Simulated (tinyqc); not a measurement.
Inside a calculation: hole subbands of a hard-walled well, four-band Luttinger model. Values are carried at full precision from step to step, so a last printed digit may differ when a step is redone from the rounded ones.

Constants: hbar^2/2m0 = 3.80998211 eV angstrom^2.

Values chosen for the exercise (near those of GaSb; the results hold for these values, not for the real material):
- b = -2.01 eV (shear deformation potential)
- C11 = 89.1 GPa
- C12 = 40.3 GPa
- e_par = 0.0032 (strain in the plane)
- g1 = 13.41 (Luttinger gamma1)
- g2 = 4.69 (gamma2)
- L = 170 angstrom (well width along [001])
- g3 = 6.01 (gamma3)
- k = 0.0114 1/angstrom (wave vector in the plane)
- N = 2 (sines for each component)
- kmax = 0.044 1/angstrom (end of the path)

## Shear strain energy

e_perp = -2 (C12/C11) e_par and Zs = b (e_par - e_perp); Zs > 0 lifts the heavy-hole edge by Zs and lowers the light-hole edge by Zs.

e_perp = -0.00289
shear strain energy Zs = -0.01225 eV

## Levels at k = 0

R and S vanish: HHn = c (g1 - 2 g2)(n pi/L)^2 - Zs and LHn = c (g1 + 2 g2)(n pi/L)^2 + Zs, c = hbar^2/2m0, hole energies counted downwards. Sort HH1 to HH4 and LH1, LH2.

Levels:

| subband | E (eV) |
|---|---|
| LH1 | 0.0174 |
| HH1 | 0.0175 |
| HH2 | 0.0332 |
| HH3 | 0.0594 |
| HH4 | 0.0961 |
| LH2 | 0.1064 |

The top subband is LH1, 0.1 meV from HH1.

## The matrix at one k

Hole energies are counted downwards from the unstrained band edge, c = hbar^2/2m0. After the usual block transformation one block is H = [[P + Q - Zs, R - i S], [R + i S, P - Q + Zs]] in (heavy, light), with P +/- Q = c [(g1 +/- g2) k^2 + (g1 -/+ 2 g2) kz^2], R = sqrt(3) c gR k^2, S = 2 sqrt(3) c g3 k kz, kz = -i d/dz; axial approximation gR = (g2 + g3)/2. Zs = b (e_par - e_perp) is the shear part of the strain (the hydrostatic part shifts all levels alike and is left out). Basis sqrt(2/L) sin(n pi z/L), n = 1 to N, for each component: kz^2 gives (n pi/L)^2 and the heavy-light block is R delta_nm - 2 sqrt(3) c g3 k D_nm with D_nm = 4 n m/(L (n^2 - m^2)) for n + m odd, 0 otherwise. The other block has the same levels. The split-off band is left out.

Fill in the 2N x 2N matrix, in meV.

H(k) (meV), lower triangle:
```
       h1      h2     l1      l2
h1  26.46
h2      0   42.19
l1   4.59  -14.18  21.72
l2  14.18    4.59      0  110.68
```

## Levels and mixing

Diagonalise; give the four lowest hole energies and the weight of the heavy component (the first half of the basis) in each.

levels (meV): 13.13  25.09  49.53  113.29

heavy weight: 0.273  0.915  0.781  0.030

The most mixed of the four is number 1, with 27 % heavy character. Against 60 sines these levels lie 0.7, 0.7, 3.3 and 58.9 meV too high: the small basis lacks the higher sines, which carry the upper levels.

## Dispersion in the plane

N = 20, nine points from 0 to kmax.

Hole energies (meV):

| k (1/angstrom) | E1 | E2 | E3 | E4 | heavy weight of 1 | heavy weight of 2 |
|---|---|---|---|---|---|---|
| 0.0000 | 17.40 | 17.49 | 33.22 | 59.44 | 0.000 | 1.000 |
| 0.0055 | 15.55 | 19.27 | 37.02 | 57.70 | 0.178 | 0.933 |
| 0.0110 | 12.60 | 23.98 | 45.52 | 54.56 | 0.280 | 0.919 |
| 0.0165 | 10.57 | 29.06 | 53.81 | 56.04 | 0.322 | 0.850 |
| 0.0220 | 9.83 | 31.01 | 56.79 | 67.45 | 0.337 | 0.726 |
| 0.0275 | 10.38 | 30.56 | 58.89 | 79.27 | 0.341 | 0.636 |
| 0.0330 | 12.13 | 29.96 | 58.60 | 88.19 | 0.340 | 0.580 |
| 0.0385 | 14.99 | 30.13 | 57.55 | 91.85 | 0.336 | 0.540 |
| 0.0440 | 18.86 | 31.34 | 56.78 | 92.19 | 0.332 | 0.509 |

At small k the hole energy falls in subbands 1 and 4: an electron-like mass, caused by repulsion from a deeper subband. E2 - E1 is smallest, 0.1 meV, at k = 0.0000 of the points listed. The top subband goes from 0.00 to 0.33 in heavy weight.

## Mass of HH1 in the plane

Second order in k: 1/m = g1 + g2 - sum_n 12 c g3^2 D_1n^2/(LHn - HH1) over even n up to 60, with D_1n = 4n/(L (n^2 - 1)) in size, LHn - HH1 = c [(g1 + 2 g2) n^2 - (g1 - 2 g2)](pi/L)^2 + 2 Zs, c = hbar^2/2m0.

LHn - HH1 for n = 2, 4, 6 (meV): 88.9  444.7  1037.8
terms for n = 2, 4, 6: 4.5724  0.1462  0.0259
sum of all terms = 4.7594
mass without mixing, 1/(g1 + g2) = 0.0552 m0
1/m with mixing = 13.3406 1/m0

Mixing with the light holes takes m from 0.055 to 0.075 m0. LH1 lies only 0.1 meV away and couples from order k^2 on, so this mass holds only very near k = 0.

## Checks

- 1/m of HH1 from the full matrix (N = 60) at small k against second order: 13.342 against 13.341.
- The 2 x 2 block with gR = g2 (k along [100]) for a plane wave (k, 0, pi/L) against the bulk heavy-hole formula, eV: both 0.00426.
- Lowest level at the given k on a real-space grid of 240 points against 60 sines, eV: both 0.0124.

(tinyqc, `OMP_NUM_THREADS=1 python tinyqc.py 1250577 1250578 out.jsonl`, Intel(R) Xeon(R) Processor @ 2.30GHz, 1 thread, shared host, about 0.1 s.)
